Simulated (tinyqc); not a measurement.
Thickness of the second layer from the transmission.

Question. A two-layer stack carries the voltage V: F1 = V/(t1 + t2 eps1/eps2), F2 = F1 eps1/eps2; U = phi1 - F1 x in layer 1 and phi2 - F1 t1 - F2 (x - t1) in layer 2. T = exp(-S) at E = 0, C = hbar^2/(2 m0). Each layer adds (2/F) sqrt(m/C) [G(u at its left edge) - G(u at its right edge)] to S, with u = U - E (0 where negative) and G(u) = (2/3) u^1.5. Find t2, known to lie between 0.3 and 6 nm, and F1.

Parameters, values chosen for the exercise: barrier of layer 1 above the emitter Fermi level at zero bias phi1 = 2.15 eV; tunnelling mass of layer 1 m1 = 0.49 m0; thickness of layer 1 t1 = 0.6 nm; relative permittivity of layer 1 eps1 = 7.72; barrier of layer 2 at zero bias phi2 = 1.45 eV; tunnelling mass of layer 2 m2 = 0.2 m0; relative permittivity of layer 2 eps2 = 21.9; voltage across the dielectric V = 0.6 V.

Constants: q = 1.602176634e-19 C, hbar = 1.054571817e-34 J s, m0 = 9.1093837015e-31 kg, hbar^2/(2 m0) = 0.0380998212 eV nm^2. Results are converted to the units shown.

T at E = 0 = 4.0161914e-6

Solution. Over that range S rises steadily with t2, so S = -ln T has one root, found by bisection.

t2 = 1.400 nm
F1 = 5.487 MV/cm

tinyqc, about 0.03 s, one thread, Intel Xeon 2.30GHz (shared host): `OMP_NUM_THREADS=1 python tinyqc.py 2540012 2540013 out.jsonl`
